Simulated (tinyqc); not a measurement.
What moves the results: cyclotron resonance of ellipsoidal valleys, Si type. A value that a table varies takes the place of the one given here.

Valleys along [100], [010], [001] (each with its opposite partner), mass ml along the axis and mt across it. B lies in the (1-10) plane, b = (sin(theta)/sqrt2, sin(theta)/sqrt2, cos(theta)). For the angle phi between B and the axis, 1/mc^2 = cos^2(phi)/mt^2 + sin^2(phi)/(mt ml). Resonance: h nu = 2 muB B/mc, h = 2 pi hbar.

Constants: hbar = 6.58211957e-16 eV s; muB = 5.788381798e-05 eV/T.

Values chosen for the exercise (near those of Si; shifted at random, so the results belong to these values and not to a real crystal): ml = 0.896 m0 (longitudinal mass); mt = 0.193 m0 (transverse mass); ths = (0, 10, 25, 35, 55, 70, 90) degrees (angles); g1 = 4.26 (Luttinger gamma1); g2 = 0.34 (gamma2); g3 = 1.44 (gamma3); theta = 38 degrees (angle of B from [001] towards [110]); nu = 24 GHz (microwave frequency).

## Rotating the field

mc against theta; [100] and [010] stay equal in this plane.

Cyclotron masses (m0):
```
theta (degrees)   [100]   [001]
0                0.4158  0.1930
10               0.4049  0.1953
25               0.3612  0.2081
35               0.3288  0.2241
55               0.2790  0.2805
70               0.2575  0.3482
90               0.2476  0.4158
```

All valleys give one line at theta = 54.7 degrees, B along [111], with mc = 0.2795. The [001] pair goes from mt to sqrt(ml mt), a factor 2.15; the other four only fall from sqrt(ml mt) to 0.2476, since their angle to B never drops below 45 degrees.

## Heavy and light holes (cyclotron masses of warped hole bands)

E = c k^2 f(n) with f = g1 -/+ 2 sqrt(g2^2 + 3 (g3^2 - g2^2)(nx^2 ny^2 + ny^2 nz^2 + nz^2 nx^2)). For the orbit through k = 0 perpendicular to b = (sin(theta)/sqrt2, sin(theta)/sqrt2, cos(theta)), mc is the mean of 1/f over the directions n in that plane (180 evenly spaced angles). Quantum effects of the lowest levels are left out.

Cyclotron masses (m0):
```
theta (degrees)   heavy   light
0                0.4207  0.1688
10               0.4340  0.1658
25               0.4912  0.1568
35               0.5356  0.1517
55               0.5738  0.1476
70               0.5636  0.1498
90               0.5503  0.1552
```

The heavy mass varies by 36 % over the table, with its largest listed value at 55 degrees ([111] lies at 54.7) and its smallest at 0; the light mass varies by 14.4 %. The warping term enters both with the same size, but it is set against a small inverse mass in one and a large one in the other (along [111], g1 - 2 g3 = 1.38 and g1 + 2 g3 = 7.14).

## What each parameter does

Resonance fields B = h nu mc/(2 muB) of the valleys [100] and [001]. Each row changes one parameter from the base and keeps the others.

Results:
```
case                [100] (T)  [001] (T)
base                   0.2742     0.1974
ml = 1.03 m0           0.2832     0.1989
mt = 0.212 m0          0.2944     0.2156
theta = 34 degrees     0.2846     0.1905
nu = 26.4 GHz          0.3017     0.2172
```

The largest shifts from the base row, up to three for each result and ties (the steps differ in size, so this ranks the rows, not the parameters). [100] (T): nu +0.0274, mt +0.0201, theta +0.0104. [001] (T): nu +0.0197, mt +0.0182, theta -0.0069.

Program tinyqc; command `OMP_NUM_THREADS=1 python tinyqc.py 1251414 1251415 out.jsonl`; about 0.01 s on one thread of a shared Intel(R) Xeon(R) Processor @ 2.30GHz.
